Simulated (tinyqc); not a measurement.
# Permittivity and interface capacitance from two thicknesses

Question. 1/C = t/(eps0 ek) + 2/ci for planar capacitors that differ only in thickness. Find ek, ci and the EOT of the interfaces, 2 x 3.9 eps0/ci.

Constants: eps0 = 8.8541878128e-14 F/cm where lengths are in cm. Results are converted to the units shown.

C at t = 4.7 and 14 nm (uF/cm^2): 3.5724823  1.2050529

Solution. 1/C is a straight line in t: the slope gives ek and the intercept 2/ci. A single thickness would give only the effective permittivity; when the interfaces are a small part of 1/C, ci needs very accurate data.

ek = 19.10
ci = 1000 uF/cm^2
EOT of the interfaces = 0.006906 nm

Program tinyqc, `OMP_NUM_THREADS=1 python tinyqc.py 2102019 2102020 out.jsonl`; Intel Xeon 2.30GHz, shared host, one thread, about 0.01 s.
